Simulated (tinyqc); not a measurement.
Polar nitride quantum well with polarisation fields, step by step. Values are carried at full precision from step to step, so a last printed digit may differ when a step is redone from the rounded ones.

Growth along [0001]. e_par = (a_sub - a)/a, Ppz = 2 e_par (e31 - e33 C13/C33), P = Psp + Ppz in each layer; strain relaxation and the strain shift of the gaps are left out, although thick layers with more than about 1 % mismatch would relax.

Constants: hbar^2/2m0 = 3.80998211 eV angstrom^2; hc = 1239.841984 eV nm.

Inputs chosen for the exercise (near those of an InGaN well in GaN; not measured data):
- a_w = 3.282 angstrom (lattice constant a, well)
- a_b = 3.189 angstrom (lattice constant a, barrier)
- a_sub = 3.189 angstrom (in-plane lattice constant of the stack)
- Psp_w = -0.0285 C/m^2 (spontaneous polarisation)
- Psp_b = -0.035 C/m^2 (spontaneous polarisation)
- e31_w = -0.363 C/m^2
- e31_b = -0.343 C/m^2
- e33_w = 0.69 C/m^2
- e33_b = 0.657 C/m^2
- C_w = 0.289 (C13/C33)
- C_b = 0.265 (C13/C33)
- Lw = 32 angstrom (well width)
- Lb = 65 angstrom (barrier width)
- eps_w = 11.5 (dielectric constant)
- eps_b = 10.3 (dielectric constant)
- Eg = 2.456 eV (gap of the well)
- Vc = 0.669 eV (conduction offset)
- Vv = 0.315 eV (valence offset)
- me = 0.166 m0 (electron, well)
- meb = 0.2 m0 (electron, barrier)
- mh = 1.43 m0 (hole, everywhere)

## Strain and polarisation

Give strain and polarisation of well and barrier; the bound sheet charge is |P_w - P_b|/e with e = 1.602176634e-19 C.

Layers:
```
layer       e_par  Ppz (C/m^2)  P (C/m^2)
well     -0.02834      0.03187    0.00337
barrier   0.00000      0.00000   -0.03500
```

sheet charge = 2.395 x 1e13/cm^2

Of P_w - P_b = +0.0384 C/m^2 the piezoelectric part gives +0.0319 and the spontaneous part +0.0065.

## Built-in fields

In a periodic stack without free charge the potential drop over a period vanishes: F_w = (P_b - P_w) Lb/(eps0 (eps_w Lb + eps_b Lw)), F_b = -F_w Lw/Lb, eps0 = 8.8541878e-12 F/m; 1 MV/cm = 1e8 V/m = 0.01 V/angstrom.

Give both fields and the drop |F_w| Lw across the well.

F_w = -2.615 MV/cm
F_b = 1.288 MV/cm
drop = 0.837 eV

## Levels with and without the field

Envelope functions on cells of 0.25 angstrom over barrier, well, barrier (widths Lb, Lw, Lb), psi = 0 beyond, psi'/m continuous (mean mass between points), c = hbar^2/2m0. With u(z) the integral of e F (F_w in the well, F_b = -F_w Lw/Lb in the barriers, 1 MV/cm = 0.01 V/angstrom), zero at the centre of the well, the electron sees u plus Vc in the barriers and the hole -u plus Vv. The transition is Eg + E_e + E_h; excitons are left out.

Ground states of electron and hole, their centres, the squared overlap, the transition and its wavelength hc/E.

Results:
```
case            E_e (eV)  E_h (eV)  <z>_e  <z>_h  overlap^2  E (eV)     nm
no field          0.1114    0.0183    0.0    0.0      0.972  2.5857  479.5
built-in field   -0.0050   -0.2145    8.4  -12.3     0.0461  2.2364  554.4
```

The field shifts the line by -349 meV, below the gap of the well material, pulls the carriers 20.7 angstrom apart and, with the rate proportional to overlap^2, lengthens the radiative lifetime by a factor 21.1.

## Estimate from two triangular wells

For a strong field: E = Eg - |e F_w| Lw + a0 (c (e F_w)^2)^(1/3) (me^(-1/3) + mh^(-1/3)), a0 = 2.338107, hard walls, c = hbar^2/2m0, 1 MV/cm = 0.01 V/angstrom.

electron term = 0.5855 eV
hole term = 0.2856 eV
E = 2.4901 eV

Both terms lie below the drop across the well, but the estimate also takes the near wall as infinitely high. Against the grid result 2.2364 eV the estimate errs by +254 meV: +172 from the electron and +82 from the hole, since hard walls stand in for offsets of 0.669 and 0.315 eV into which the carriers leak.

## Checks

- Electron level without field against the matching condition of the square well, eV: both 0.111.

Run: tinyqc, `OMP_NUM_THREADS=1 python tinyqc.py 1251158 1251159 out.jsonl`; Intel(R) Xeon(R) Processor @ 2.30GHz, one thread, shared host; about 0.04 s of CPU time with all checks.
